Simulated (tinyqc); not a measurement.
Slater-Koster d bands of a bcc metal, step by step. Values are carried at full precision from step to step, so a last printed digit may differ when a step is redone from the rounded ones.

Slater-Koster d bands. For a bond with direction cosines (l, m, n) the 5 x 5 block is dds Ps + ddp Pp + ddd (1 - Ps - Pp), the projectors on sigma, pi and delta states about the bond; for instance <xy|xy> = 3 l^2 m^2 dds + (l^2 + m^2 - 4 l^2 m^2) ddp + (n^2 + l^2 m^2) ddd, <xy|yz> = 3 l m^2 n dds + l n (1 - 4 m^2) ddp + l n (m^2 - 1) ddd and <3z2-r2|3z2-r2> = (n^2 - (l^2 + m^2)/2)^2 dds + 3 n^2 (l^2 + m^2) ddp + (3/4)(l^2 + m^2)^2 ddd. H(k) sums the blocks times cos(k.R) over the neighbours; the d level is the zero of energy; k in 2 pi/a.

Parameters, chosen for this exercise (of the size met in Mo; not measured data): dds = -1.356 eV (dd sigma); ddp = 0.732 eV (dd pi); ddd = -0.163 eV (dd delta); f2 = 0.487 (factor on all three integrals for second neighbours); Es = 3.1 eV (s level); sss = -0.85 eV (ss sigma); sds = -0.68 eV (sd sigma); k = (0.7, 0.3, 0) 2 pi/a (wave vector); Nd = 5 (d electrons per atom).

## The block of one bond

Direction (1,1,1)/sqrt3; its eigenvalues must be dds once, ddp twice and ddd twice.

block (eV), lower triangle:
```
             xy       yz       zx   x2-y2  3z2-r2
xy      -0.3618
yz      -0.4971  -0.3618
zx      -0.4971  -0.4971  -0.3618
x2-y2         0  -0.2983   0.2983  0.4337
3z2-r2  -0.3445   0.1722   0.1722       0  0.4337
```

## Levels at Gamma

Neighbours: eight at (a/2)(1,1,1) and equivalents, and six at a(1,0,0) and equivalents with the integrals times f2.

Summing the blocks at k = 0 gives E(t2g) = (8/3) dds + (16/9) ddp + (32/9) ddd + f2 (4 ddp + 2 ddd), E(eg) = (16/3) ddp + (8/3) ddd + f2 (3 dds + 3 ddd).

levels (eV): t2g (threefold) -1.6270, eg (twofold) 1.2501

The t2g level lies lower, by 2.8771 eV.

## The Hamiltonian at one k

An s orbital at Es couples to nearest neighbours alone: <s|s> = sss, <s|xy> = sqrt3 l m sds (cyclic), <s|x2-y2> = (sqrt3/2)(l^2 - m^2) sds, <s|3z2-r2> = (n^2 - (l^2 + m^2)/2) sds.

Sum over the neighbours.

H(k) (eV), lower triangle:
```
             s      xy      yz      zx    x2-y2   3z2-r2
s       5.4493
xy      2.0557  0.4005
yz           0       0  1.5416
zx           0       0  2.6029  1.5416
x2-y2        0       0       0       0  -0.7207
3z2-r2       0  1.8038       0       0        0  -2.2417
```

## Levels and character

Diagonalise H; t2g is xy, yz, zx and eg the other two.

levels (eV): -3.2647  -1.0613  -0.7207  0.6469  4.1445  6.2260

weights:
```
     band 1  band 2  band 3  band 4  band 5  band 6
s     0.013   0.000   0.000   0.116   0.000   0.870
t2g   0.240   1.000   0.000   0.636   1.000   0.124
eg    0.747   0.000   1.000   0.248   0.000   0.006
```

## Levels at points of symmetry

Coordinates: G (0, 0, 0), H (1, 0, 0), N (0.5, 0.5, 0), P (0.5, 0.5, 0.5); the others lie half way.

Levels (eV):
```
k        band 1  band 2  band 3  band 4  band 5  band 6
G        -3.700  -1.627  -1.627  -1.627   1.250   1.250
G-H 0.5  -1.902  -0.159  -0.159   0.422   1.585   3.100
H        -5.689  -5.689   4.161   4.161   4.161   9.900
N        -4.653  -3.818   0.744   1.902   4.136   5.002
P        -1.267  -1.267  -1.267   2.219   2.219   3.100
P-G 0.5  -2.784  -2.784  -0.757   1.582   1.582   3.242
G-N 0.5  -3.051  -2.723   0.055   1.254   1.504   1.576
```

On these points the bands run from -5.689 (H) to 9.900 eV (H).

## Second moment and the rectangular band

mu2 = z (dds^2 + 2 ddp^2 + 2 ddd^2)/5 per orbital, with z = 8 + 6 f2^2. A rectangular band with the same mu2 has width W = sqrt(12 mu2), Fermi level W (Nd/10 - 1/2) and bond energy -W Nd (10 - Nd)/20 (Friedel).

mu2 = 5.5851 eV^2
W = 8.1866 eV
Fermi level = 0.0000 eV
bond energy per atom = -10.2333 eV

The bond energy is the attractive part alone; the repulsion between atoms, left out, cancels a large share of it in the cohesive energy.

## Checks

- Levels at Gamma from the formulas against H(0): they agree to 1e-10 or better.
- Second moment from the formula against the mean square level on the mesh: both 5.58506.

Program tinyqc; command `OMP_NUM_THREADS=1 python tinyqc.py 1481363 1481364 out.jsonl`; about 0.06 s on one thread of a shared Intel(R) Xeon(R) Processor @ 2.30GHz.
